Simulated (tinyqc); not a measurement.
MOSFET in saturation, small-signal circuit and noise: two steps of the calculation.

Bias by the inversion coefficient IC = I/Ispec (charge-based model with velocity saturation; weak inversion below 0.1, strong above 10). Common-source circuit: gm, gds, Cgs, Cgd and Cj at the inner nodes, Rg in series with the gate; quasi-static, no source or drain resistance, no gate-body capacitance, no substrate network, no induced gate noise, so fmax is an upper estimate.

Values chosen for this exercise:

| symbol | value | unit | meaning |
|---|---|---|---|
| L | 350 | nm | gate length |
| W | 80 | um | total gate width |
| Cox | 1.56 | uF/cm^2 | gate capacitance |
| Cov | 0.33 | fF/um | overlap and fringe capacitance per side |
| Cj | 0.67 | fF/um | drain junction capacitance |
| Rsh | 5 | ohm | sheet resistance of the gate |
| Wf | 2 | um | finger width |
| Rc | 300 | ohm um | gate contact and vertical resistance |
| IC | 0.64 |  | inversion coefficient |
| f | 0.3 | GHz | signal frequency |

Question 1. Capacitances, gate resistance and cut-off frequencies. qs = [sqrt(1 + 4 IC) - 1]/2, Cgs = Cox W L qs (2 qs + 3)/(3 (qs + 1)^2) + Cov W, Cgd = Cov W, Cd = Cj W, Rg = Rsh (Wf/L)/(12 Nf) + Rc/W with Nf = W/Wf fingers (not rounded) contacted at both ends. fT = gm/(2 pi (Cgs + Cgd)), fmax = fT/(2 sqrt(Rg (gds + 2 pi fT Cgd))).

gm = 1.8464230 mS
gds = 0.022157076 mS

Find: Cgs; Cgd; Cd; Rg; fT; fmax.

Answer 1.

Cgs = 146.8 fF
Cgd = 26.40 fF
Cd = 53.60 fF
Rg = 3.810 ohm
fT = 1.696 GHz
fmax = 24.94 GHz

Overlap and fringe make up 30.5 % of the gate capacitance; fmax is 14.7 times fT.

Question 2. Current gain and unilateral power gain. |h21| = |Y21/Y11|; U = |Y21 - Y12|^2/(4 [Re Y11 Re Y22 - Re Y12 Re Y21]). Extrapolated at 20 dB a decade: f |h21| and f sqrt(U).

Y with Rg (mS):
```
                          1                          2
1  0.000406232+0.326551279i  -0.000061905-0.049762751i
2  1.846358274-0.052059710i   0.022166946+0.151146466i
```

Wanted: |h21|; U; f |h21|; f sqrt(U).

Answer 2.

|h21| = 5.656
U = 6912
f |h21| = 1.697 GHz
f sqrt(U) = 24.94 GHz

tinyqc, about 0.01 s, one thread, Intel Xeon 2.30GHz (shared host): `OMP_NUM_THREADS=1 python tinyqc.py 2150047 2150048 out.jsonl`
